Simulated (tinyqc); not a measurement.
Quaternary alloy A(x)B(1-x)C(y)D(1-y) matched to a substrate, step by step. Values are carried at full precision from step to step, so a last printed digit may differ when a step is redone from the rounded ones.

Matching a(x,y) = a_s gives x = (a_s - y a_BC - (1 - y) a_BD)/(y (a_AC - a_BC) + (1 - y)(a_AD - a_BD)).
Constants: hc = 1239.841984 eV nm.

Parameters, chosen for this exercise (AC, AD, BC, BD near GaAs, GaP, InAs and InP; substrate near GaAs; not measured data): a = (5.645, 5.454, 6.063, 5.875) angstrom (lattice constants of AC, AD, BC, BD); a_s = 5.645 angstrom (substrate); y = 0.14 (fraction of C); Eg = (1.512, 2.886, 0.414, 1.429) eV (gaps at Gamma of AC, AD, BC, BD); Cb = (0.461, 0.642, 0.168, 0.087) eV (bowing of ABC, ABD, ACD, BCD); dx = -0.01 (error of x in growth).

## The matched composition

Give numerator, denominator and x.

numerator = -0.25632 angstrom
denominator = -0.42058 angstrom
x = 0.6094

## The gap by rule 1

Q(x,y) = x y Q_AC + x (1 - y) Q_AD + (1 - x) y Q_BC + (1 - x)(1 - y) Q_BD for the lattice constant. Gap, rule 1: Q(x,y) - x (1 - x)[y C_ABC + (1 - y) C_ABD] - y (1 - y)[x C_ACD + (1 - x) C_BCD]. Rule 2 (mean of ternaries): {x (1 - x)[y T_ABC(x) + (1 - y) T_ABD(x)] + y (1 - y)[x T_ACD(y) + (1 - x) T_BCD(y)]}/{x (1 - x) + y (1 - y)}, T_ABC(x) = x E_AC + (1 - x) E_BC - C_ABC x (1 - x), T_ACD(y) = y E_AC + (1 - y) E_AD - C_ACD y (1 - y), and alike. Only the Gamma valley is followed.

Give the four weights, the bilinear part, the two bowing terms, the gap and hc/gap.

weights of AC, AD, BC, BD: 0.0853  0.5241  0.0547  0.3359

bilinear part = 2.1442 eV

bowing terms (eV): 0.1468  0.0164

gap = 1.9810 eV
wavelength = 626 nm

## The gap by rule 2

Give the four ternary gaps and their weighted mean.

T_ABC, T_ABD, T_ACD, T_BCD (eV): 0.9734  2.1641  2.6734  1.2764

gap = 2.0412 eV

Rule 2 lies 60 meV above rule 1: it averages the two bowing terms where rule 1 adds them. Both agree on the ternary edges.

## An error in composition

Replace x by x + dx; mismatch (a_s - a)/a and change of the relaxed gap by rule 1.

a = 5.6492 angstrom
mismatch = -0.074 %
change of the gap = -15.3 meV

The layer would be under compression; the strain shift of the gap is not included.

## Checks

- Lattice constant at the matched composition against a_s (angstrom): both 5.6450.
- Rule 2 as a mean of ternaries against its form with averaged bowing (eV): both 2.0412.

Computed by tinyqc, a small Python program: `OMP_NUM_THREADS=1 python tinyqc.py 1080512 1080513 out.jsonl` (the numbers bound the seed that draws the inputs); one thread of a shared host (Intel(R) Xeon(R) Processor @ 2.30GHz), about 0.01 s for the whole set of steps.
